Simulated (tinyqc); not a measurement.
Changing the frequency f: oxide trap near a transistor channel: two-state multiphonon kinetics, telegraph noise and bias instability. Computed by tinyqc, a small Python program. Command: `OMP_NUM_THREADS=1 python tinyqc.py 3030741 3030742 out.jsonl oxidetrap sweep`. One thread of a shared host (Intel(R) Xeon(R) Processor @ 2.30GHz), about 0.01 s of CPU time with the checks.

An n-channel device under positive gate bias. The trap is empty (state 1) or holds an electron (state 2); both states are parabolas of equal curvature, and the electron reservoir is taken at the Fermi level of the channel.

Inputs (values chosen for the exercise, with an insulator like HfO2 on silicon):
```
quantity,value,unit
insulator constant eps_ox,20.5,-
insulator thickness t_ox,3.3,nm
trap depth x from the interface,1.3,nm
tunnel barrier phi_b,1.43,eV
tunnelling mass m_ox,0.21,m_0
trap level above E_F at zero field E_t,0.062,eV
relaxation energy E_R,1.8,eV
oxide field F,1.4,MV/cm
attempt rate k_0 at the interface,3e+11,1/s
temperature T,200,K
channel width W,480,nm
channel length L,54,nm
```

Parts treated: one trap and an ensemble.

Constants: hbar^2/(2 m_0) = 3.80998212 eV angstrom^2; k_B = 8.617333262e-05 eV/K; e = 1.602176634e-19 C; eps_0 = 8.8541878128e-12 F/m.

Method:
- kappa = sqrt(2 m_ox phi_b)/hbar = sqrt(m_ox phi_b/(hbar^2/2m_0)); attenuation length lambda = 1/(2 kappa); factor exp(-x/lambda) for a rectangular barrier.
- E_21 = E_t - e F x is the energy of state 2 over state 1; barriers E_c = (E_R + E_21)^2/(4 E_R), E_e = E_c - E_21; tau_c = exp(E_c/k_B T)/(k_0 P), tau_e = exp(E_e/k_B T)/(k_0 P), P the tunnelling factor; occupation f_2 = tau_e/(tau_c + tau_e); 1/tau_0 = 1/tau_c + 1/tau_e.
- Charge-sheet step dV = e (t_ox - x)/(eps_ox eps_0 W L); Lorentzian spectrum S(f) = 4 dV^2 tau_0^2/((tau_c + tau_e)(1 + (2 pi f tau_0)^2)); corner 1/(2 pi tau_0); variance dV^2 f_2 (1 - f_2) = dV^2 tau_0/(tau_c + tau_e).

One run for each value:
```
frequency f (Hz),S(f) (V^2/Hz),corner frequency (Hz)
1.00e-02,1.009e-10,0.004278
1.00e-01,1.191e-12,0.004278
1.00e+00,1.194e-14,0.004278
1.00e+01,1.194e-16,0.004278
1.00e+02,1.194e-18,0.004278
1.00e+03,1.194e-20,0.004278
1.00e+04,1.194e-22,0.004278
1.00e+05,1.194e-24,0.004278
1.00e+06,1.194e-26,0.004278
```

What does the table show, and why?

Over the rows, S(f) (V^2/Hz) falls from 1.01e-10 to 1.19e-26 (exponent d ln y / d ln x about -2.0 throughout). The exponent of S(f) stays between -2.00 and -1.93, near -2: the tail of a Lorentzian.

Caution (all rows): at this temperature nuclear tunnelling through such barriers shortens the times below these classical values.
